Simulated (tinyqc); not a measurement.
Coupled-perturbed Hartree-Fock on RHF in the sto-6g basis, for H2, spin multiplicity 1, step by step. The polarisability along this axis is zero because the basis has no function that the field can mix in; the real value is not. Computed by tinyqc, a small Python program that keeps every step (integrals from PySCF). Settings: charge = 0, multiplicity = 1, basis = sto-6g, method = RHF, energy threshold = 1e-10, iteration cap = 81, orthogonalisation = canonical, start = atomic densities, DIIS depth = 6. Command: `OMP_NUM_THREADS=1 python tinyqc.py 29730 29731 out.jsonl` (the two numbers bound the seeds that draw the settings). One thread of a shared host (Intel(R) Xeon(R) Processor @ 2.60GHz), about 0.08 s of CPU time with the checks. The early iterations of the SCF are left out here.

## One-electron integrals

Geometry (angstrom):
```
atom         x         y         z
H     0.000000  0.000000  0.000000
H     0.000000  0.000000  0.829000
```

Basis sto-6g: exponents (1/bohr^2) and contraction coefficients of normalised primitives:
```
element  l (shell)   exponent  coefficient
H            s (1)  35.523221     0.009164
H            s (1)   6.513144     0.049361
H            s (1)   1.822143     0.168538
H            s (1)   0.625955     0.370563
H            s (1)   0.243077     0.416492
H            s (1)   0.100112     0.130334
```

Overlap, kinetic and nuclear-attraction integrals over the contracted functions; the nuclear repulsion is the sum of Za Zb / Rab.

nuclear repulsion = 0.63833198 hartree

overlap S, order 1H 1s, 2H 1s:
$$\begin{pmatrix}
1.000000 & 0.602072 \\
0.602072 & 1.000000
\end{pmatrix}$$

kinetic energy T (hartree), order 1H 1s, 2H 1s:
$$\begin{pmatrix}
0.768522 & 0.185658 \\
0.185658 & 0.768522
\end{pmatrix}$$

nuclear attraction V (hartree), order 1H 1s, 2H 1s:
$$\begin{pmatrix}
-1.839301 & -1.045947 \\
-1.045947 & -1.839301
\end{pmatrix}$$

core Hamiltonian H = T + V (hartree), order 1H 1s, 2H 1s:
$$\begin{pmatrix}
-1.070779 & -0.860289 \\
-0.860289 & -1.070779
\end{pmatrix}$$

## Two-electron integrals

Functions are numbered as in S; the eight-fold symmetry (ij|kl) = (ji|kl) = (kl|ij) leaves the list below.

Two-electron integrals (ij|kl) in chemists' order, unique and non-zero (hartree):
```
(11|11) 0.774999   (21|11) 0.395032   (21|21) 0.242162   (22|11) 0.537048
(22|21) 0.395032   (22|22) 0.774999
```

## Orthogonalisation

S = U s U^T; canonical form X = U s^(-1/2), so that X^T S X = 1. Each column of U has its largest component positive (the first on a tie).

eigenvalues of S: [0.397928, 1.602072]

X, order 1H 1s, 2H 1s:
$$\begin{pmatrix}
1.120941 & 0.558655 \\
-1.120941 & 0.558655
\end{pmatrix}$$

## Iteration 3 (converged): orbitals

converged F (hartree), order 1H 1s, 2H 1s:
$$\begin{pmatrix}
-0.322686 & -0.554591 \\
-0.554591 & -0.322686
\end{pmatrix}$$

Diagonalise F' = X^T F X, C = X C', fill 1 alpha and 1 beta electrons from the bottom; D = 2 C_occ C_occ^T. Each column has its largest component positive (the first on a tie).

F' = X^T F X (hartree):
$$\begin{pmatrix}
0.582779 & 0.000000 \\
0.000000 & -0.547589
\end{pmatrix}$$

orbital energies (hartree): MO1 -0.547589, MO2 0.582779

coefficients C, order 1H 1s, 2H 1s:
$$\begin{pmatrix}
0.558655 & 1.120941 \\
0.558655 & -1.120941
\end{pmatrix}$$

D after iteration 3, order 1H 1s, 2H 1s:
$$\begin{pmatrix}
0.624192 & 0.624192 \\
0.624192 & 0.624192
\end{pmatrix}$$

## Convergence

Stop when the energy changes by less than 1e-10 hartree and every element of the error matrix X^T (F D S - S D F) X is below 3e-06.

Course of the cycle:
```
iteration  E (hartree)     change  largest element of the error matrix
1          -0.75942357          -                             9.04e-16
2          -1.11461324  -3.55e-01                             6.26e-16
3          -1.11461324   0.000000                             6.26e-16
```

PySCF RHF in the same basis = -1.11461324 hartree

Converged in 3 iterations.

## Integrals over molecular orbitals

(pq|rs) = sum C_ip C_jq C_kr C_ls (ij|kl), one index at a time.

one-electron integrals over orbitals h = C^T H C (hartree):
$$\begin{pmatrix}
-1.205356 & 0.000000 \\
0.000000 & -0.528967
\end{pmatrix}$$

Two-electron integrals over orbitals (pq|rs), unique and non-zero (hartree):
```
(11|11) 0.657767   (21|21) 0.186625   (22|11) 0.649185   (22|22) 0.682814
```

## Response to a field: uncoupled start

dipole integrals <a|y|i> (bohr), order a2:
$$\begin{pmatrix}
0.000000
\end{pmatrix}$$

Field along y; U_ai = -mu_ai / (e_a - e_i), alpha = -4 sum U_ai mu_ai.

uncoupled U, order a2:
$$\begin{pmatrix}
0.000000
\end{pmatrix}$$

uncoupled polarisability = 0.000000 bohr^3

## Coupled step 1

U_ai = -(mu_ai + sum_bj [4 (ai|bj) - (ab|ij) - (aj|bi)] U_bj) / (e_a - e_i); alpha = -4 sum U_ai mu_ai.

U after step 1, order a2:
$$\begin{pmatrix}
0.000000
\end{pmatrix}$$

polarisability = 0.000000 bohr^3

## Coupled polarisability

Repeat until U stops changing; compare with -d2E/dF2.

Course of the coupled iterations:
```
step  alpha (bohr^3)
0           0.000000
1           0.000000
```

coupled polarisability = 0.000000 bohr^3

finite-field check, fields of +/-0.001 au = 0.000000 bohr^3
